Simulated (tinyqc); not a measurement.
Raising U: Hubbard chain of 3 sites, mean field against exact. Computed by the program tinyqc. 

one-body matrix (hopping and site energies) (eV):
```
         1        2        3
1   0.0000  -0.7400   0.0000
2  -0.7400   0.0000  -0.7400
3   0.0000  -0.7400   0.0000
```

electrons, up and down: 2  1

Collinear unrestricted mean field (the lowest of 40 random starts) against exact diagonalisation.

Exact and mean-field results (eV):

| U | U/t | E exact | E mean field | mean \|n_up - n_down\| | double occupancy, exact | first gap in the sector |
|---|---|---|---|---|---|---|
| 0.3700 | 0.5000 | -1.872752 | -1.864141 | 0.3672 | 0.1884 | 0.9950 |
| 0.7400 | 1.0000 | -1.675022 | -1.641608 | 0.4127 | 0.1678 | 0.9350 |
| 1.4800 | 2.0000 | -1.346866 | -1.233333 | 0.5556 | 0.1286 | 0.8051 |
| 2.2200 | 3.0000 | -1.099159 | -0.919681 | 0.7289 | 0.0960 | 0.6836 |
| 2.9600 | 4.0000 | -0.914690 | -0.713887 | 0.8375 | 0.0715 | 0.5821 |
| 4.4400 | 6.0000 | -0.670983 | -0.486092 | 0.9262 | 0.0416 | 0.4367 |
| 5.9200 | 8.0000 | -0.523707 | -0.367018 | 0.9584 | 0.0263 | 0.3442 |
| 8.8800 | 12.0000 | -0.360197 | -0.245798 | 0.9815 | 0.0128 | 0.2385 |
| 14.8000 | 20.0000 | -0.219818 | -0.147814 | 0.9933 | 0.0049 | 0.1462 |

In absolute terms mean field is worst at U/t = 4.0, 0.201 eV too high: at small U it is nearly exact, and at large U it misses only exchange-scale energies. Relative to the exact energy its error is 0.5 % at the smallest U, 33 % at most and 33 % at the largest. The double occupancy falls from 0.188 to 0.005; at the largest U the first gap is 0.99 times the exchange scale 4t^2/U.
